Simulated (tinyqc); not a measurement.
MOSFET in the linear regime without short-channel effects, parameter extraction from computed curves: one step of the calculation.

Inversion charge Q = Cox n Vt W0(exp((Vg - VT)/(n Vt))), W0 the Lambert function and n = nf; u = Q/Cox; mobility mu = mu0/(1 + th1 u + th2 u^2); channel resistance Rch = (L - dL)/(W mu Q); Id = Vd/(Rch + Rsd/W). Cox = eps0 eox/tox. Small Vd, no channel-length or drain effects.

Problem. Threshold and mobility at the peak transconductance. gm_i = (Id_(i+1) - Id_(i-1))/(Vg_(i+1) - Vg_(i-1)); at the point j of largest gm the tangent meets the axis at V_ext = Vg_j - Id_j/gm_j; field-effect mobility gm_j L/(W Cox Vd) with the drawn L.

Inputs (values chosen for the exercise); channel values of the order met in silicon transistors:

| symbol | value | unit | meaning |
|---|---|---|---|
| eox | 3.9 |  | relative permittivity of the gate insulator (close to silicon dioxide) |
| tox | 3.6 | nm | insulator thickness |
| mu0 | 310 | cm^2/(V s) | low-field mobility |
| VT | 0.45 | V | threshold voltage |
| W | 0.5 | um | gate width |
| L | 1.3 | um | drawn gate length |
| dL | 0.003 | um | drawn less effective length |
| Vd | 0.02 | V | drain voltage |

Constants: eps0 = 8.8541878128e-14 F/cm where lengths are in cm. Results are converted to the units shown.

```
point  Vg (V)       Id (uA)
0        0.25  1.1257143e-4
1        0.35  0.0027230194
2        0.45   0.039822278
3        0.55    0.15935496
4        0.65    0.31013882
5        0.75    0.45783145
6        0.85    0.59284163
7        0.95    0.71287936
8        1.05    0.81803344
9        1.15    0.90925812
```

Give: gm; j; V_ext; field-effect mobility.

Solution.

gm, point 1 to 8 (uS): 0.1985  0.7832  1.352  1.492  1.414  1.275  1.126  0.9819
j = 4
V_ext = 0.4422 V
field-effect mobility = 202.3 cm^2/(V s)

V_ext is 7.8 mV below the model VT, and the mobility so found is 35 % below mu0 L/(L - dL) = 311 cm^2/(V s), the value for the drawn L; attenuation, series resistance and the slow approach of Q to a straight line all lower the peak gm.

Program tinyqc, `OMP_NUM_THREADS=1 python tinyqc.py 2210010 2210011 out.jsonl`; Intel Xeon 2.30GHz, shared host, one thread, about 0.01 s.
